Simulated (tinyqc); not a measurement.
# Circuit elements from the admittance matrix

Question. Y belongs to a common-source circuit with y11 = i w (Cgs + Cgd), y12 = -i w Cgd, y21 = gm - i w Cgd, y22 = gds + i w (Cgd + Cd) and a resistance Rg in series with the gate; w = 2 pi f. Find Rg, Cgs + Cgd, Cgd, gm, gds and Cd.

Inputs (values chosen for the exercise):

| symbol | value | unit | meaning |
|---|---|---|---|
| f | 1 | GHz | signal frequency |

Y with Rg (mS):

|  | 1 | 2 |
|---|---|---|
| 1 | 0.000187340+0.272654134i | -0.000044898-0.065345096i |
| 2 | 2.012763112-0.066728092i | 0.042279976+0.156154441i |

Answer. 1/Y11 = Rg + 1/(i w (Cgs + Cgd)) gives Rg; removing it from Z11 returns the inner y, whose parts are read off.

Rg = 2.520 ohm
Cgs + Cgd = 43.39 fF
Cgd = 10.40 fF
gm = 2.013 mS
gds = 0.04227 mS
Cd = 14.40 fF

Program tinyqc, `OMP_NUM_THREADS=1 python tinyqc.py 2150011 2150012 out.jsonl`; Intel Xeon 2.30GHz, shared host, one thread, about 0.01 s.
